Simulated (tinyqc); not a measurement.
# Junction parameters from two forward currents

Question. D(v) = J1 (exp(v/Vt) - 1) + J2 (exp(v/(2 Vt)) - 1). Find J1, J2 and the voltage 2 Vt ln(J2/J1) near which both parts are equal.

Parameters, values chosen for the exercise:
- T = 300 K (temperature)

Constants: q = 1.602176634e-19 C, kB = 1.380649e-23 J/K, Vt = kB T/q. Results are converted to the units shown.

junction voltages (V): [0.29, 0.68]
currents (uA/um): [2.8299573e-6, 0.40287941]

Answer. The current is linear in J1 and J2, so two points give two equations.

J1 = 1.50e-12 uA/um
J2 = 1.00e-8 uA/um
crossover = 0.455 V

tinyqc, about 0.1 s, one thread, Intel Xeon 2.30GHz (shared host): `OMP_NUM_THREADS=1 python tinyqc.py 2182216 2182217 out.jsonl`
